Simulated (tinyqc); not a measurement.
Localisation in a chain with random site energies (transfer matrices): one step. The product of transfer matrices.

Hopping -t; leads with site energy 0, E = -2t cos(ka). psi_(j+1) = ((e_j - E)/t) psi_j - psi_(j-1), a product of matrices M_j = [[(e_j - E)/t, -1], [1, 0]]. For M = M_N ... M_1 the transmission is T = 4 sin^2(ka)/|M21 - M12 + M22 exp(ika) - M11 exp(-ika)|^2. Long samples draw e_j = W (x_j/2147483647 - 1/2) from x_j = 16807 x_(j-1) mod 2147483647, starting at x0. The localisation length xi, in sites, is defined by ln T = -2N/xi on average; weak disorder gives xi = 24 (4t^2 - E^2)/W^2, and the mean free path for backscattering is xi/2.

Inputs chosen for the exercise: t = 1.17 eV (hopping); E = -0.35 eV (energy); e = (0.17, -0.35, 0.27, -0.42, 0.24, 0.22, -0.44, -0.16, 0.32) eV (site energies of the short sample).

Task: Multiply site by site and give T for each length.

Give: Running product.

Result:

Running product:
```
j  (e_j - E)/t      M11      M12      M21      M22       T
1       0.4444   0.4444  -1.0000   1.0000   0.0000  0.9946
2       0.0000  -1.0000   0.0000   0.4444  -1.0000  0.9519
3       0.5299  -0.9744   1.0000  -1.0000   0.0000  0.8956
4      -0.0598   1.0583  -0.0598  -0.9744   1.0000  0.7830
5       0.5043   1.5080  -1.0302   1.0583  -0.0598  0.7126
6       0.4872  -0.3236  -0.4420   1.5080  -1.0302  0.7530
7      -0.0769  -1.4831   1.0642  -0.3236  -0.4420  0.7606
8       0.1624   0.0828   0.6149  -1.4831   1.0642  0.7678
9       0.5726   1.5305  -0.7121   0.0828   0.6149  0.7928
```

T is 0.7928 for the whole sample and does not fall steadily (it rises at j = 6, 7, 8 and 9): reflected waves interfere. The determinant of M stays 1.

tinyqc: `OMP_NUM_THREADS=1 python tinyqc.py 1450363 1450364 out.jsonl`; about 0.07 s, one thread, shared Intel(R) Xeon(R) Processor @ 2.30GHz.
